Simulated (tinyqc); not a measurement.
Octagonal on-chip spiral inductor, lumped pi model: quality factor against frequency.

Outer diameter do = di + 2 n wd + 2 (n - 1) sp, mean da = (do + di)/2, fill p = (do - di)/(do + di), length l = 3.314 n da. L = 2.25 mu0 n^2 da/(1 + 3.55 p), mu0 = 4 pi 1e-7 H/m. Rs = rho l/(wd delta (1 - exp(-th/delta))), delta = sqrt(rho/(pi f mu0)). Cs = n wd^2 eps0 eo/hu across the coil. At each end Cox = l wd eps0 eo/(2 ho) leads to the substrate branch Rsi = 2 rs he/(l wd) in parallel with Csi = l wd eps0 11.7/(2 he). With one end grounded Y = 1/(Rs + i w L) + i w Cs + 1/[1/(i w Cox) + 1/(1/Rsi + i w Csi)], w = 2 pi f; Q = -Im Y/Re Y. Eddy currents in neighbouring turns and in the substrate are left out.

Apparent inductance Im(1/Y)/w; share of the loss Re(substrate branch)/Re Y.

Inputs (values chosen for the exercise); values of the order met in silicon radio-frequency processes:
```
symbol  value     unit                                     meaning
n         2.5                                      number of turns
wd         20       um                                  line width
sp          3       um                         space between turns
di         60       um                              inner diameter
th        3.4       um                             metal thickness
rho       2.2  uohm cm                           metal resistivity
ho        3.6       um                        oxide below the coil
hu        1.2       um            oxide between coil and underpass
eo          3                   relative permittivity of the oxide
rs         20   ohm cm                       substrate resistivity
he         30       um  effective spreading depth in the substrate
```

Constants: eps0 = 8.8541878128e-12 F/m. Results are converted to the units shown.

Quality factor against frequency:
```
f (GHz)  Rs (ohm)  w L/Rs       Q  apparent inductance (nH)  loss in the substrate (%)
0.46      0.48084  4.5217  4.5179                   0.75265                   0.025777
0.75      0.53711  6.6000  6.5801                   0.75329                    0.15034
1.2       0.61020  9.2952  9.1922                   0.75477                    0.75189
2         0.71891  13.149  12.573                   0.75847                     3.5400
3.3       0.86630  18.005  15.571                   0.76675                     11.760
5.3        1.0560  23.723  16.674                   0.78558                     26.467
8.7        1.3227  31.088  14.831                   0.84030                     46.523
14         1.6615  39.826  10.144                    1.0172                     65.244
23         2.1221  51.229  2.9774                    2.3079                     80.165
```

Q goes from 4.52 through a maximum of 16.7 (at f = 5.3 GHz among the rows listed) to 2.98; the exact peak is 16.7 at 5.14 GHz and Q reaches zero at the self-resonance, 27.4 GHz. The share of the substrate rises from 0.0258 to 80.2 %, and the apparent inductance ends at 3.07 times L. At the peak the substrate takes 25.3 % of the loss.

tinyqc, about 0.01 s, one thread, Intel Xeon 2.30GHz (shared host): `OMP_NUM_THREADS=1 python tinyqc.py 2302126 2302127 out.jsonl`
